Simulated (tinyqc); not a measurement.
Charge pumping in an n-channel transistor: effect of temperature.

The gate is pulsed from accumulation to inversion and back. Energies E are counted from the intrinsic level; Dit(E) = D0 [1 + b (2 E/Eg)^2]. During each edge the traps near the bands emit their carriers, and those between Eh and Ee recombine once a cycle.

Nc and Nv are given at 300 K and scale as T^1.5, vth as T^0.5; Eg and the cross-sections are held. ni = sqrt(Nc Nv) exp(-Eg/(2 Vt)), Eg in volts; emission times te = (dV/Va) tf and th = (dV/Va) tr; Ee = -Vt ln(vth sn ni te), Eh = +Vt ln(vth sp ni th). Nit = integral of Dit from Eh to Ee = D0 [Ee - Eh + 4 b (Ee^3 - Eh^3)/(3 Eg^2)], Qcp = q A Nit, Icp = f Qcp.

Values chosen for this exercise; band and dielectric values close to those of silicon: band gap Eg = 1.14 eV; conduction-band density of states at 300 K Nc = 2.8e19 cm^-3; valence-band density of states at 300 K Nv = 2.68e19 cm^-3; gate area A = 0.14 um^2; trap density at midgap D0 = 8.4e11 cm^-2 eV^-1; rise of the trap density towards the band edges b = 3.5; cross-section for electrons sn = 2.6e-16 cm^2; cross-section for holes sp = 2.1e-16 cm^2; thermal velocity at 300 K, one nominal value for electrons and holes vth = 1e7 cm/s; Vth - Vfb dV = 1.05 V; pulse height Va = 1.8 V; frequency f = 93000 Hz; rise time tr = 320 ns; fall time tf = 130 ns.

Constants: q = 1.602176634e-19 C, kB = 1.380649e-23 J/K, Vt = kB T/q. Results are converted to the units shown.

Results:
```
T (K)  Ee (eV)   Eh (eV)  Nit (cm^-2)  Icp (pA)
180    0.45254  -0.44188    1.2911e12    26.933
260    0.38386  -0.36846    9.5343e11    19.889
300    0.34782  -0.33005    8.0478e11    16.788
340    0.31086  -0.29073    6.7006e11    13.978
380    0.27309  -0.25059    5.4878e11    11.448
420    0.23459  -0.20972    4.3998e11    9.1782
```

Estimate the missing row, T = 220 K.

Computed row:
```
T (K)  Ee (eV)   Eh (eV)  Nit (cm^-2)  Icp (pA)
220    0.41883  -0.40580    1.1159e12    23.277
```

With this row back in the table: The window Ee - Eh shrinks from 0.894 to 0.444 eV, since emission is faster when hot, and Icp falls from 26.9 to 9.18 pA.

Range of the model: The Fermi levels of inversion and accumulation are taken to lie beyond Ee and Eh, the flat tops to fill all traps, and no geometric current is added.

Program tinyqc, `OMP_NUM_THREADS=1 python tinyqc.py 2030168 2030169 out.jsonl`; Intel Xeon 2.30GHz, shared host, one thread, about 0.01 s.
